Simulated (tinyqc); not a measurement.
# Trap density by the high-low method

Inverse problem. In depletion, where minority carriers are negligible, a MOS capacitor has 1/C_LF = 1/Cox + 1/(Cd + q Dit) and 1/C_HF = 1/Cox + 1/Cd. Find Cd and Dit.

Constants: q = 1.602176634e-19 C. Results are converted to the units shown.

Cox, C_LF, C_HF (uF/cm^2): 1.1510444  0.16992927  0.16171278

Answer. Removing Cox from each series combination leaves Cd + q Dit and Cd; their difference over q is Dit.

Cd = 0.188 uF/cm^2
Dit = 7.00e10 cm^-2 eV^-1

tinyqc, about 0.01 s, one thread, Intel Xeon 2.30GHz (shared host): `OMP_NUM_THREADS=1 python tinyqc.py 2060052 2060053 out.jsonl`
